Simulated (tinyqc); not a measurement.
Lateral field, substrate current, probability of reaching the oxide barrier and hot-carrier lifetime of a silicon transistor (pseudo-two-dimensional and lucky-electron models): one step, computed by the program tinyqc. Command: `OMP_NUM_THREADS=1 python tinyqc.py 3027713 3027714 out.jsonl hotcar walk`. One thread of a shared host (Intel(R) Xeon(R) Processor @ 2.30GHz), about 0.01 s of CPU time with the checks.

Local-field models: a lucky carrier gains its energy at the peak field over a path free of collisions. Voltages are magnitudes.

Question. Hot-carrier currents and lifetime. C_ox = 3.9 eps_0/t; F_sat = 2 v_s/mu; V_Dsat = V_ov F_sat L/(V_ov + F_sat L), V_ov = V_G - V_T; I_D/W = C_ox v_s (V_ov - V_Dsat). Scale length l = 0.22 t^(1/3) x_j^(1/2) (all in cm); F_m = sqrt(((V_D - V_Dsat)/l_e)^2 + F_sat^2), with l_e = l; length of the velocity-saturated region l_e ln((V_D - V_Dsat)/(l_e F_sat) + F_m/F_sat). Substrate current I_sub/I_D = (A_i/B_i)(V_D - V_Dsat) exp(-B_i/F_m); probability of reaching the oxide barrier exp(-phi_b/(e lambda F_m)); lifetime tau = (H/(I_D/W)) exp(phi_it/(e lambda F_m)).

Inputs (values chosen for the exercise, modelled on a silicon n-channel):
```
quantity                             value                      unit
channel length L                       360                        nm
oxide thickness t                      6.9                        nm
junction depth x_j                      84                        nm
mobility mu                            290                cm^2/(V s)
saturation velocity v_s               0.89                  1e7 cm/s
threshold voltage V_T                 0.44                         V
gate voltage V_G                       1.3                         V
drain voltage V_D                      2.2                         V
ionisation prefactor A_i           1.7e+06                      1/cm
ionisation field B_i                  1.66                     MV/cm
hot-carrier mean free path lambda      7.1                        nm
oxide barrier phi_b                    3.1                        eV
interface-trap threshold phi_it        3.6                        eV
lifetime constant H                    100  s microampere/micrometre
```

Drain: abrupt.

Constants: eps_0 = 8.8541878128e-12 F/m.

Give: I_sub/I_D; substrate current I_sub/W; probability of reaching phi_b; lifetime tau; exponent m = phi_it/(e lambda B_i).

Answer.

I_sub/I_D = 0.005003

substrate current I_sub/W = 0.5369 microampere/micrometre

probability of reaching phi_b = 2.501e-07

lifetime tau = 4.326e+07 s

exponent m = phi_it/(e lambda B_i) = 3.054

Since both exponentials depend on 1/F_m, tau I_D scales about as (I_sub/I_D)^(-m) with m = 3.05, which lets I_sub serve as the monitor. The lifetime is 0.137 times ten years (3.156e8 s).
